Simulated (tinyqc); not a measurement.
Inside a calculation. Method: plane-wave Kohn-Sham cycle with exchange-only LDA in a layered model solid. One step of it, computed by the program tinyqc.

Task: Iteration 1: potential. V_H(G) = 4 pi rho(G)/G^2 for G != 0 (uniform background); v_x = -(3 rho/pi)^(1/3); V = V_ext + V_H + v_x; Fourier components f(G_m) = (1/N) sum_j f(x_j) exp(-i G_m x_j).

A solid whose potential varies along x alone (atomic units):
```
parameter                      value
period a                    6.600000
cross-section of the cell  10.000000
electrons per cell                 2
grid points                       16
plane waves -n..n, n               2
k points                           1
V1 in V1 cos(2 pi x/a)     -0.530000
V2 in V2 cos(4 pi x/a)      0.110000
```

density at the start, on the grid x_j = j a/N (e/bohr^3): 0.03030303  0.03030303  0.03030303  0.03030303  0.03030303  0.03030303  0.03030303  0.03030303  0.03030303  0.03030303  0.03030303  0.03030303  0.03030303  0.03030303  0.03030303  0.03030303

Give: Potentials on the grid; V(G_m), m = 0, 1, 2, ....

Result:

Potentials on the grid (hartree):
```
x         V_ext     V_H      v_x        V
0.0000  -0.4200  0.0000  -0.3070  -0.7270
0.4125  -0.4119  0.0000  -0.3070  -0.7189
0.8250  -0.3748  0.0000  -0.3070  -0.6818
1.2375  -0.2806  0.0000  -0.3070  -0.5876
1.6500  -0.1100  0.0000  -0.3070  -0.4170
2.0625   0.1250  0.0000  -0.3070  -0.1820
2.4750   0.3748  0.0000  -0.3070   0.0678
2.8875   0.5674  0.0000  -0.3070   0.2604
3.3000   0.6400  0.0000  -0.3070   0.3330
3.7125   0.5674  0.0000  -0.3070   0.2604
4.1250   0.3748  0.0000  -0.3070   0.0678
4.5375   0.1250  0.0000  -0.3070  -0.1820
4.9500  -0.1100  0.0000  -0.3070  -0.4170
5.3625  -0.2806  0.0000  -0.3070  -0.5876
5.7750  -0.3748  0.0000  -0.3070  -0.6818
6.1875  -0.4119  0.0000  -0.3070  -0.7189
```

V(G_m), m = 0, 1, 2, ... (hartree): -0.3070  -0.2650  0.0550  0.0000  0.0000
